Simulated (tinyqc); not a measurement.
Time-domain thermoreflectance: layered heat flow under a modulated pulse train, and what the signal ratio measures. Changing the modulation frequency f. Computed by tinyqc, a small Python program. Command: `OMP_NUM_THREADS=1 python tinyqc.py 3112608 3112609 out.jsonl tdtr sweep`. One thread of a shared host (Intel(R) Xeon(R) Processor @ 2.30GHz), about 0.3 s of CPU time with the checks.

Pulses repeat at 80 MHz; heat is laid down at the surface, all layers are isotropic, and the film is in perfect contact with the substrate.

Inputs (values chosen for the exercise, modelled on aluminium on 4H-SiC):

| quantity | value | unit |
|---|---|---|
| metal thickness d | 110 | nm |
| metal conductivity | 130 | W/(m K) |
| metal heat capacity | 2.42 | MJ/(m^3 K) |
| boundary conductance G under the metal | 180 | MW/(m^2 K) |
| film thickness | 5.9 | nm |
| film conductivity | 2.7 | W/(m K) |
| film heat capacity | 2.5 | MJ/(m^3 K) |
| substrate conductivity kappa | 327 | W/(m K) |
| substrate heat capacity C | 2.2 | MJ/(m^3 K) |
| spot radius w (1/e^2, pump and probe) | 3.5 | micrometre |
| delay t | 170 | ps |

Stack: metal, film, substrate.

Method:
- Penetration depth sqrt(kappa/(pi f C)); effusivity sqrt(kappa C); cooling time of the metal d C_m/G; Kapitza length kappa/G.
- For radial wave number k and angular frequency W each layer has u = sqrt(4 pi^2 k^2 + i W C/kappa) and gamma = kappa u. Surface impedance from below: Z = 1/gamma for the substrate; a layer of thickness L maps Z to (Z + tanh(u L)/gamma)/(1 + gamma Z tanh(u L)); a boundary adds 1/G.
- Response per absorbed watt H(W) = 2 pi int_0^(2/w) Z(k, W) exp(-pi^2 k^2 w^2) k dk by 20 Gauss-Legendre points.
- Signal: X + iY = sum_(m = -M..M) H(2 pi (f + m f_r)) exp(i 2 pi m f_r t) exp(-pi (m/M)^2 x 4), f_r = 80 MHz, M = 4000, with H(-W) the complex conjugate of H(W); V_in = X, V_out = Y, ratio = -V_in/V_out.

One run for each value:

| modulation frequency f (MHz) | ratio -V_in/V_out | phase of H(2 pi f) (degrees) | penetration depth (micrometre) |
|---|---|---|---|
| 0.30 | 41.011 | -4.558 | 12.558 |
| 0.55 | 32.008 | -6.012 | 9.275 |
| 1.80 | 21.230 | -9.992 | 5.127 |
| 3.30 | 18.099 | -12.746 | 3.786 |
| 6.00 | 16.197 | -16.087 | 2.808 |
| 11.00 | 15.378 | -20.450 | 2.074 |
| 20.00 | 16.091 | -26.442 | 1.538 |

Give the missing row, modulation frequency f (MHz) = 1.00.

Computed row:
```
modulation frequency f (MHz)  ratio -V_in/V_out  phase of H(2 pi f) (degrees)  penetration depth (micrometre)
1.00                                     25.646                        -7.817                           6.878
```

Interpolating between the two neighbouring rows (the first column on a logarithmic scale, the others too where they are positive) misses most in phase of H(2 pi f) (degrees), by 2.6 %. Over the rows, ratio -V_in/V_out goes from 41.0 through a minimum among these rows, 15.4 at 11.0, to 16.1; phase of H(2 pi f) (degrees) falls from -4.56 to -26.4 (exponent d ln y / d ln x 0.46 between the first rows and 0.43 between the last); penetration depth (micrometre) falls from 12.6 to 1.54 (exponent d ln y / d ln x about -0.50 throughout).

Extremes, crossings and ranges named in words are read from the listed rows.
